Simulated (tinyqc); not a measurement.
A barrier in a uniform field, exact transmission by Airy functions: two steps of the calculation.

The left lead has its band edge at 0, the barrier edge falls as U(x) = U0 - F x with F = V/d for 0 < x < d, and the right lead has its edge at -V. No transverse momentum; C = hbar^2/(2 m0); psi and psi'/m are continuous. M carries (psi, psi'/m) across the barrier.

Values chosen for this exercise; U0 - E and the mass are of the order of those of zirconium oxide on silicon; the mass of the right lead is set freely: mass in the left lead mL = 0.67 m0; barrier edge at x = 0 U0 = 1.93 eV; mass in the barrier m1 = 0.24 m0; electron energy E = 0.54 eV; barrier width d = 2.7 nm; voltage across the barrier V = 0.88 V; mass in the right lead mR = 0.4 m0.

Constants: q = 1.602176634e-19 C, hbar = 1.054571817e-34 J s, m0 = 9.1093837015e-31 kg, hbar^2/(2 m0) = 0.0380998212 eV nm^2. Results are converted to the units shown.

Problem 1. Scaled variables. Energy scale e = (C F^2/m1)^(1/3), z(x) = (U(x) - E)/e, s = (dz/dx)/m1 = -F/(e m1); v = k/m in a lead. vL = sqrt(mL E/C)/mL, vR = sqrt(mR (E + V)/C)/mR.

Find: F; e; z1; z2; s; vL; vR.

Solution 1.

F = 0.3259 V/nm
e = 0.2564 eV
z1 = 5.420
z2 = 1.989
s = -5.296 1/nm
vL = 4.599 1/nm
vR = 9.653 1/nm

Both z are positive: the whole barrier is forbidden.

Problem 2. Transmission, exact and WKB. With M acting on (psi, psi'/m) and v = k/m in each lead, T(E) = 4 vL vR/[(vL vR M12 - M21)^2 + (vR M11 + vL M22)^2]. WKB: exp(-S), S = (4/(3 F)) sqrt(m1/C) [max(U0 - E, 0)^1.5 - max(U0 - F d - E, 0)^1.5].

M (M12 in nm, M21 in 1/nm):
```
	1	2
1	427.57507	35.420897
2	3434.2091	284.49687
```

vL = 4.5993664 1/nm
vR = 9.6527867 1/nm

Wanted: T(E); S; exp(-S); ratio T(E)/exp(-S).

Solution 2.

T(E) = 5.3792e-6
S = 13.087
exp(-S) = 2.0727e-6
ratio T(E)/exp(-S) = 2.5953

Range of the model: Masses are held fixed, although real bands cease to be parabolic a few tenths of an eV from their edges.

tinyqc, about 0.02 s, one thread, Intel Xeon 2.30GHz (shared host): `OMP_NUM_THREADS=1 python tinyqc.py 2580134 2580135 out.jsonl`
